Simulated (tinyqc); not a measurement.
# From one set of inputs to another, one input at a time

Model: kinetic Monte Carlo and master equation for a particle on a ring of sites with traps and bias. Computed by tinyqc, a small Python program. Command: `OMP_NUM_THREADS=1 python tinyqc.py 3001146 3001147 out.jsonl kmc ladder`. One thread of a shared host (Intel(R) Xeon(R) Processor @ 2.30GHz), about 0.01 s of CPU time with the checks.

6 sites on a ring, numbered 1 to 6. The saddle between i and i+1 lies at E0 + s b_i and site i at s eps_i; a force F tilts the landscape, with the saddle half-way.

The inputs printed are set A. Inputs not listed in the table keep their values of set A, so the rows need not describe a real material.

Inputs (values chosen for the exercise, for a model defect):
```
quantity                         value         unit
reference barrier E0              0.82           eV
scale factor s of the disorder       1            -
attempt frequency nu                 1          THz
temperature T                      790            K
site spacing a                     3.7     angstrom
force F along the ring          0.0023  eV/angstrom
```

Disorder: both.

site energies eps_i (eV): -0.034  0  0  0  0  0

saddle shifts b_i between sites i and i+1 (eV): -0.052  0.035  0.067  0.03  0.046  -0.092

Constants: k_B = 8.617333262e-05 eV/K.

Method:
- Rates: k(i to i+1) = nu exp(-(E0 + s b_i - s eps_i - F a/2)/(k_B T)), k(i to i-1) = nu exp(-(E0 + s b_(i-1) - s eps_i + F a/2)/(k_B T)).
- Share right = k right/(k right + k left); mean stay = 1/(k right + k left).
- Master equation dP/dt = W P, W_(i+1,i) = k right, W_(i-1,i) = k left, columns summing to zero. The steady state is its null vector; drift v = a sum P_i (k right - k left). D = a^2 lambda''(0)/2, where lambda(q) is the leading eigenvalue of W with right hops weighted by exp(q) and left hops by exp(-q).
- The slowest relaxation rate is minus the real part of the next eigenvalue of W. 1 angstrom = 1e-8 cm.
- At zero force D0 = a^2 nu exp(-E0/(k_B T)) / [<exp(-s eps/(k_B T))> <exp(s b/(k_B T))>], with means over the ring; Einstein relation v = D0 F/(k_B T); 1 angstrom = 1e-8 cm.

Each row keeps all changes above it:
```
input moved                             from     to  diffusivity D (cm^2/s)  slowest relaxation rate (1/s)  D0 over the value without disorder
set A                                      -      -              5.1088e-09                     3.1743e+06                             0.63030
force F along the ring (eV/angstrom)  0.0023  0.001              5.0742e-09                     3.1053e+06                             0.63030
temperature T (K)                        790    350              4.8485e-16                     3.1624e-01                             0.22327
reference barrier E0 (eV)               0.82   0.38              1.0503e-09                     6.8508e+05                             0.22327
site spacing a (angstrom)                3.7    3.2              7.8191e-10                     6.8138e+05                             0.22327
attempt frequency nu (THz)                 1    1.9              1.4856e-09                     1.2946e+06                             0.22327
```

Diffusivity D goes from 5.11e-9 to 1.49e-9, a factor 0.291 in all. The largest single move comes from temperature T (a factor 9.56e-8), and reference barrier E0 works against it (a factor 2.17e6). Slowest relaxation rate goes from 3.17e6 to 1.29e6, a factor 0.408 in all. The largest single move comes from temperature T (a factor 1.02e-7), and reference barrier E0 works against it (a factor 2.17e6). D0 over the value without disorder goes from 0.630 to 0.223, a factor 0.354 in all. The largest single move comes from temperature T (a factor 0.354). The single moves hold for this order of the switches; the total does not depend on the order.

Extremes, crossings and ranges named in words are read from the listed rows.
